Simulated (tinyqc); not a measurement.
Inside a calculation. Method: G0W0 on RHF in the sto-6g basis, for H3+, spin multiplicity 1. Computed by tinyqc, a small Python program that keeps every step (integrals from PySCF). Settings: charge = 1, multiplicity = 1, basis = sto-6g, method = RHF, energy threshold = 1e-10, iteration cap = 77, orthogonalisation = symmetric, start = core, DIIS depth = 6. Command: `OMP_NUM_THREADS=1 python tinyqc.py 27255 27256 out.jsonl` (the two numbers bound the seeds that draw the settings). One thread of a shared host (Intel(R) Xeon(R) Processor @ 2.60GHz), about 0.05 s of CPU time with the checks. The early iterations of the SCF are left out here.

## One-electron integrals

Geometry (angstrom):
```
atom         x         y         z
H     0.000000  0.000000  0.000000
H     0.000000  0.000000  0.889000
H     0.000000  0.770000  0.444000
```

Basis sto-6g: exponents (1/bohr^2) and contraction coefficients of normalised primitives:
```
element  l (shell)   exponent  coefficient
H            s (1)  35.523221     0.009164
H            s (1)   6.513144     0.049361
H            s (1)   1.822143     0.168538
H            s (1)   0.625955     0.370563
H            s (1)   0.243077     0.416492
H            s (1)   0.100112     0.130334
```

Overlap, kinetic and nuclear-attraction integrals over the contracted functions; the nuclear repulsion is the sum of Za Zb / Rab.

nuclear repulsion = 1.78562990 hartree

overlap S:
```
          1H 1s     2H 1s     3H 1s
1H 1s  1.000000  0.564111  0.564211
2H 1s  0.564111  1.000000  0.563899
3H 1s  0.564211  0.563899  1.000000
```

kinetic energy T (hartree):
```
          1H 1s     2H 1s     3H 1s
1H 1s  0.768522  0.156734  0.156807
2H 1s  0.156734  0.768522  0.156580
3H 1s  0.156807  0.156580  0.768522
```

nuclear attraction V (hartree):
```
           1H 1s      2H 1s      3H 1s
1H 1s  -2.373224  -1.293126  -1.293393
2H 1s  -1.293126  -2.372961  -1.292561
3H 1s  -1.293393  -1.292561  -2.373045
```

core Hamiltonian H = T + V (hartree):
```
           1H 1s      2H 1s      3H 1s
1H 1s  -1.604702  -1.136392  -1.136586
2H 1s  -1.136392  -1.604439  -1.135981
3H 1s  -1.136586  -1.135981  -1.604523
```

## Two-electron integrals

Functions are numbered as in S; the eight-fold symmetry (ij|kl) = (ji|kl) = (kl|ij) leaves the list below.

Two-electron integrals (ij|kl) in chemists' order, unique and non-zero (hartree):
```
(11|11) 0.774999   (21|11) 0.363504   (21|21) 0.209416   (22|11) 0.515619
(22|21) 0.363504   (22|22) 0.774999   (31|11) 0.363586   (31|21) 0.191796
(31|22) 0.301734   (31|31) 0.209499   (32|11) 0.301633   (32|21) 0.191696
(32|22) 0.363330   (32|31) 0.191728   (32|32) 0.209240   (33|11) 0.515675
(33|21) 0.301701   (33|22) 0.515500   (33|31) 0.363586   (33|32) 0.363330
(33|33) 0.774999
```

## Orthogonalisation

S = U s U^T; symmetric (Loewdin) form X = U s^(-1/2) U^T, so that X^T S X = 1.

eigenvalues of S: 0.435742  0.436111  2.128147

X:
```
           1H 1s      2H 1s      3H 1s
1H 1s   1.238364  -0.276415  -0.276547
2H 1s  -0.276415   1.238104  -0.276135
3H 1s  -0.276547  -0.276135   1.238187
```

## Iteration 4 (converged): orbitals

converged F (hartree):
```
           1H 1s      2H 1s      3H 1s
1H 1s  -0.869204  -0.854706  -0.854815
2H 1s  -0.854706  -0.868927  -0.854475
3H 1s  -0.854815  -0.854475  -0.869016
```

Diagonalise F' = X^T F X, C = X C', fill 1 alpha and 1 beta electrons from the bottom; D = 2 C_occ C_occ^T. Each column has its largest component positive (the first on a tie).

F' = X^T F X (hartree):
```
           1          2          3
1  -0.425824  -0.392904  -0.393037
2  -0.392904  -0.425872  -0.392623
3  -0.393037  -0.392623  -0.425857
```

orbital energies (hartree): MO1 -1.211561, MO2 -0.033254, MO3 -0.032738

coefficients C:
```
            MO1        MO2        MO3
1H 1s  0.395869  -0.196561   1.221098
2H 1s  0.395685   1.155464  -0.440333
3H 1s  0.395744  -0.958782  -0.781000
```

D after iteration 4:
```
          1H 1s     2H 1s     3H 1s
1H 1s  0.313424  0.313279  0.313325
2H 1s  0.313279  0.313134  0.313180
3H 1s  0.313325  0.313180  0.313227
```

## Convergence

Stop when the energy changes by less than 1e-10 hartree and every element of the error matrix X^T (F D S - S D F) X is below 3e-06.

Course of the cycle:
```
iteration  E (hartree)     change  largest element of the error matrix
1          -1.24779451          -                             1.39e-04
2          -1.24779453  -1.47e-08                             1.90e-05
3          -1.24779453  -2.78e-10                             1.19e-10
4          -1.24779453  -4.44e-16                             7.66e-12
```

PySCF RHF in the same basis = -1.24779453 hartree

Converged in 4 iterations.

## Integrals over molecular orbitals

(pq|rs) = sum C_ip C_jq C_kr C_ls (ij|kl), one index at a time.

one-electron integrals over orbitals h = C^T H C (hartree):
```
           1          2          3
1  -1.821864   0.000030  -0.000057
2   0.000030  -1.074301   0.000000
3  -0.000057   0.000000  -1.073927
```

Two-electron integrals over orbitals (pq|rs), unique and non-zero (hartree):
```
(11|11) 0.610303    (21|11) -0.000030   (21|21) 0.143942    (22|11) 0.592495
(22|21) 0.042004    (22|22) 0.672143    (31|11) 0.000057    (31|22) -0.080832
(31|31) 0.143943    (32|11) 8.24e-09    (32|21) -0.080883   (32|22) -0.000026
(32|31) -0.041995   (32|32) 0.072675    (33|11) 0.592567    (33|21) -0.042022
(33|22) 0.526887    (33|31) 0.080865    (33|32) 0.000026    (33|33) 0.672181
```

## Screening: direct RPA

With D = e_a - e_i and K = (ia|jb): diagonalise D^(1/2) (D + 4K) D^(1/2) = Z w^2 Z^T; X + Y = D^(1/2) Z w^(-1/2), each column of Z with its largest component positive (the first on a tie); E_c = (sum w - tr (D + 2K)) / 2.

D^(1/2) (D + 4K) D^(1/2) (hartree^2):
```
          1>2       1>3
1>2  2.066839  0.000000
1>3  0.000000  2.068359
```

excitation energies w (hartree): 1.437651  1.438179

X + Y:
```
             1         2
1>2   0.905321  0.000013
1>3  -0.000014  0.905353
```

RPA correlation energy = -0.02853569 hartree

## G0W0 on Hartree-Fock: HOMO

W(p,q,m) = sqrt2 sum_ia (pq|ia) (X+Y)_ia,m; Sigma_c(x) = sum_(i,m) W^2/(x - e_i + w_m) + sum_(a,m) W^2/(x - e_a - w_m); solve x = e_p + Sigma_c(x) by Newton steps; Z = 1/(1 - dSigma/dx); 1 hartree = 27.211386 eV.

The 12 largest terms at x = e_p (hartree; W for the signs of X + Y given):
```
q  m          W       term
2  1   0.184292  -0.012983
3  2   0.184300  -0.012979
1  2   0.000073   3.68e-09
1  1  -0.000038   9.95e-10
2  2   2.75e-06          0
3  1  -2.74e-06          0
```

Newton steps (hartree):
```
step          x  Sigma_c(x)         Z
0     -1.211561   -0.025962  0.990175
1     -1.237268   -0.025710  0.990363
2     -1.237270   -0.025710  0.990363
```

quasiparticle energy of the HOMO = -33.667843 eV

Hartree-Fock value = -32.968248 eV

## G0W0 on Hartree-Fock: LUMO

As before.

The 12 largest terms at x = e_p (hartree; W for the signs of X + Y given):
```
q  m          W       term
1  1   0.184292   0.012983
3  1  -0.103555  -0.007457
2  2  -0.103494  -0.007448
2  1   0.053781  -0.002012
3  2  -0.053771  -0.002010
1  2   2.75e-06          0
```

Newton steps (hartree):
```
step          x  Sigma_c(x)         Z
0     -0.033254   -0.005942  0.982200
1     -0.039091   -0.005837  0.982281
2     -0.039091   -0.005837  0.982281
```

quasiparticle energy of the LUMO = -1.063720 eV

Hartree-Fock value = -0.904890 eV
